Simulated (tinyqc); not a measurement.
# Transfer-length model of a contact: what changes with what

A metal contact of length d and width W on a thin layer of the same width. The metal has no resistance, the sheet resistance under it equals Rsh, and current enters the layer at the front edge x = 0.

Inputs (values chosen for the exercise):
```
symbol,value,unit,meaning
Rsh,64,ohm/sq,sheet resistance of the semiconductor layer
rc,1e-6,ohm cm^2,specific contact resistivity
d,1.2,um,contact length
W,20,um,contact width
```

Each table varies one quantity; the others keep the values above.

## Effect of the sheet resistance

Transfer length Lt = sqrt(rc/Rsh); front resistance Rc = (Rsh Lt/W) coth(d/Lt); end resistance Re = (Rsh Lt/W)/sinh(d/Lt).

Result of one run:
```
Rsh (ohm/sq)  Lt (um)    d/Lt  Rc W (ohm um)  Re W (ohm um)
15              2.582  0.4648          89.25          80.41
```

What becomes of these results when the sheet resistance of the semiconductor layer Rsh is changed from 15 to 230 ohm/sq, all else the same?

Result of the changed run:
```
Rsh (ohm/sq)  Lt (um)   d/Lt  Rc W (ohm um)  Re W (ohm um)
230            0.6594  1.820          159.8          50.48
```

The whole series:
```
Rsh (ohm/sq)  Lt (um)    d/Lt  Rc W (ohm um)  Re W (ohm um)
2.4             6.455  0.1859          84.29          82.86
5.9             4.117  0.2915          85.68          82.16
15              2.582  0.4648          89.25          80.41
37              1.644  0.7299          97.63          76.37
92              1.043   1.151          117.2          67.43
230            0.6594   1.820          159.8          50.48
580            0.4152   2.890          242.3          26.85
1400           0.2673   4.490          374.3          8.398
```

Rc W rises from 84.3 to 374 ohm um while Re W falls from 82.9 to 8.40 ohm um; for Rsh going to zero both tend to rc/d = 83.3 ohm um. A larger Rsh shortens Lt and crowds the current to the front edge.

## Effect of the contact resistivity

Same model as above.

Effect of the contact resistivity:
```
rc (ohm cm^2)  Lt (um)     d/Lt  Rc W (ohm um)
2.5e-8         0.19764   6.0716         12.649
5.7e-8         0.29843   4.0210         19.112
1.3e-7         0.45069   2.6626         29.127
2.9e-7         0.67315   1.7827         45.590
6.6e-7          1.0155   1.1817         78.495
1.5e-6          1.5309  0.78384         149.61
3.3e-6          2.2707  0.52846         300.14
7.6e-6          3.4460  0.34823         658.73
1.7e-5          5.1539  0.23283         1442.2
3.9e-5          7.8062  0.15372         3275.6
```

Rc W rises from 12.6 to 3280 ohm um, as rc^(0.50) between the first two rows (d/Lt = 6.1) and rc^(0.99) between the last two (d/Lt = 0.15); a long contact gives the power 1/2 and a short one 1.

Program tinyqc, `OMP_NUM_THREADS=1 python tinyqc.py 2760079 2760080 out.jsonl`; Intel Xeon 2.30GHz, shared host, one thread, about 0.01 s.
